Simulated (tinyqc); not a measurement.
# Inputs raised by 5 %, one at a time

Model: hot carriers by balance equations with a heated Maxwellian. Computed by tinyqc, a small Python program. Command: `OMP_NUM_THREADS=1 python tinyqc.py 3006092 3006093 out.jsonl hot sens`. One thread of a shared host (Intel(R) Xeon(R) Processor @ 2.30GHz), about 0.06 s of CPU time with the checks.

The carriers follow a Maxwellian at an electron temperature T_e, slightly displaced; the drift energy is neglected against k_B T_e. The balance averages the rate, not the time, so mu_0 lies below the relaxation-time value.

Inputs (values chosen for the exercise, modelled on electrons in germanium):
```
quantity                                          value       unit
effective mass m                                  0.221        m_0
density rho                                        5323     kg/m^3
sound velocity v_l                                 5440        m/s
acoustic deformation potential D_A                   12         eV
phonon energy hbar w                               32.7        meV
optical or intervalley deformation potential D_o    4.8  1e8 eV/cm
final valleys Z_f                                     3          -
lattice temperature T                               300          K
electric field F                                    3.6      kV/cm
mixing                                              0.3          -
iteration cap                                       300          -
```

Band: parabolic. Solver: damped fixed point.

Constants: k_B = 8.617333262e-05 eV/K; k_B = 1.380649e-23 J/K; e = 1.602176634e-19 C; hbar = 1.054571817e-34 J s; m_0 = 9.1093837015e-31 kg; hbar = 6.582119569e-16 eV s.

Method:
- Parabolic band: E = hbar^2 k^2/(2 m), speed v = hbar k/m, states per spin, volume and energy g(E) = m k/(2 pi^2 hbar^2). Masses are multiplied by m_0 and all formulas are in SI units.
- Phonon occupation N_q = 1/(exp(hbar w/(k_B T)) - 1).
- Acoustic deformation potential (elastic, equipartition, absorption and emission together): 1/tau = 2 pi k_B T D_A^2 g(E)/(hbar rho v_l^2).
- Optical or intervalley deformation potential: 1/tau = (pi Z_f D_o^2/(rho w)) [N_q g(E + hbar w) + (N_q + 1) g(E - hbar w)], with g = 0 below the band edge.
- Averages over the Maxwellian, <y> = int y x^(1/2) exp(-x) dx / int x^(1/2) exp(-x) dx with x = E/(k_B T_e), split at x_0 = hbar w/(k_B T_e): 64 Gauss-Legendre points in sqrt(x) below it and 128 in sqrt(x - x_0) above it, up to x = 32. Momentum balance: mu(T_e) = e/(m nu), nu = <x (sum of rates)>/<x>. Power lost per carrier: P(T_e) = hbar w <emission rate - absorption rate> + <(2 m v_l^2/(k_B T)) (E - 2 k_B T) acoustic rate>.
- Energy relaxation time at weak heating: tau_E = (3/2) k_B / (dP/dT_e), the derivative by a central difference of +/- 0.5 K at T_e = T.
- Fixed point: T_out = T + (T_e - T) e mu(T_e) F^2/P(T_e), T_new = T_e + mixing (T_out - T_e).
- Start at T_e = 1.5 T; stop when T_e moves by less than 1e-6 K or exceeds 1e6 K.
- v = mu(T_e) F; warm-carrier coefficient (mu/mu_0 - 1)/F^2.

Runs; columns: (1) input moved; (2) from; (3) to; (4) drift velocity (1e7 cm/s); (5) low-field mobility mu_0 (cm^2/(V s)); (6) energy relaxation time tau_E (ps); (7) mobility mu(T_e) (cm^2/(V s)):
```
(1)                                                             (2)      (3)      (4)     (5)     (6)     (7)
base run                                                          -        -  0.43043  1723.5  1.9226  1195.6
effective mass m (m_0)                                        0.221  0.23205  0.39792  1525.6  1.7854  1105.3
sound velocity v_l (m/s)                                       5440     5712  0.45099  1838.0  1.9226  1252.8
acoustic deformation potential D_A (eV)                          12     12.6  0.41015  1612.7  1.9193  1139.3
optical or intervalley deformation potential D_o (1e8 eV/cm)    4.8     5.04  0.42747  1667.1  1.7466  1187.4
lattice temperature T (K)                                       300      315  0.41004  1594.5  1.9222  1139.0
electric field F (kV/cm)                                        3.6     3.78  0.44170  1723.5  1.9226  1168.5
density rho (kg/m^3)                                           5323  5589.15  0.44170  1809.6  2.0187  1226.9
```

Exponents ln(y'/y) / ln(x'/x):
```
input                                             drift velocity  low-field mobility mu_0  energy relaxation time tau_E  mobility mu(T_e)
effective mass m                                          -1.610                   -2.500                        -1.518            -1.610
sound velocity v_l                                         0.956                    1.318                         0.000             0.956
acoustic deformation potential D_A                        -0.989                   -1.361                        -0.036            -0.989
optical or intervalley deformation potential D_o          -0.141                   -0.682                        -1.967            -0.141
lattice temperature T                                     -0.995                   -1.594                        -0.005            -0.995
electric field F                                           0.529                    0.000                         0.000            -0.471
density rho                                                0.529                    1.000                         1.000             0.529
```

Which inputs matter most for each result?

Among the inputs moved here: drift velocity answers most in size to effective mass m (exponent -1.610), next to lattice temperature T (-0.995). Low-field mobility mu_0 answers most in size to effective mass m (exponent -2.500), next to lattice temperature T (-1.594); its exponent is below 0.0005 for electric field F. Its exponent -2.500 in effective mass m: rates scale as m^(3/2) and mu = e tau/m. Energy relaxation time tau_E answers most in size to optical or intervalley deformation potential D_o (exponent -1.967), next to effective mass m (-1.518); its exponent is below 0.0005 for sound velocity v_l, electric field F. mobility mu(T_e) answers most in size to effective mass m (exponent -1.610), next to lattice temperature T (-0.995).
